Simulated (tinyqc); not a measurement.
Both approximations at x = 1/2: order-disorder in a binary alloy on two sublattices: Bragg-Williams and pair (quasi-chemical) approximations. Computed by tinyqc, a small Python program. Command: `OMP_NUM_THREADS=1 python tinyqc.py 3019508 3019509 out.jsonl order walk`. One thread of a shared host (Intel(R) Xeon(R) Processor @ 2.30GHz), about 0.01 s of CPU time with the checks.

All z = 8 neighbours of a site lie on the other sublattice. B fills the sublattices with x + eta/2 and x - eta/2; energies are per site, from the pure components: u = -z w y with y the probability of an A-B bond taken in one order.

Inputs (values chosen for the exercise, for a model alloy): ordering energy w = (e_AA + e_BB)/2 - e_AB = 32.8 meV; fraction x of B = 0.46.

Lattice: bcc (B2 order, z = 8).

Constants: k_B = 8.617333262e-05 eV/K.

Method. Bragg-Williams: k_B T_c = 2 z w x (1 - x). Pair approximation at x = 1/2: k_B T_c = w/ln(z/(z - 2)). At x = 1/2 the alloy is an Ising model with K = w/(2 k_B T). Bragg-Williams: eta = tanh(z K eta), neighbour correlation -eta^2. Pair: h = (z - 1) artanh(tanh K tanh h), eta = tanh(z h/(z - 1)), correlation -(tanh K + tanh^2 h)/(1 + tanh K tanh^2 h). T is given in units of the Bragg-Williams T_c at x = 1/2, z w/(2 k_B).

T_c, pair approximation at x = 1/2 = 1323.09 K

Order and neighbour correlation:

| T/T_c | T (K) | eta, Bragg-Williams | correlation, Bragg-Williams | eta, pair | correlation, pair |
|---|---|---|---|---|---|
| 0.30 | 456.8 | 0.99741 | -0.99483 | 0.99734 | -0.99472 |
| 0.45 | 685.1 | 0.97398 | -0.94863 | 0.97096 | -0.94434 |
| 0.55 | 837.4 | 0.93553 | -0.87521 | 0.92253 | -0.85847 |
| 0.65 | 989.6 | 0.87207 | -0.76050 | 0.83171 | -0.71522 |
| 0.75 | 1141.9 | 0.77552 | -0.60143 | 0.66642 | -0.50270 |
| 0.85 | 1294.1 | 0.62950 | -0.39627 | 0.28927 | -0.20895 |
| 0.95 | 1446.4 | 0.37949 | -0.14401 | 0.00000 | -0.13082 |
| 1.10 | 1674.8 | 0.00000 | 0.00000 | 0.00000 | -0.11315 |
| 1.50 | 2283.8 | 0.00000 | 0.00000 | 0.00000 | -0.08314 |

The pair approximation loses long-range order between T/T_c = 0.85 and 0.95, at 1323 K, and keeps a correlation of -0.083 in the last row. At its own T_c the correlation is -1/(z - 1) = -0.143, so the fewer the neighbours, the more of the ordering energy is released above T_c.
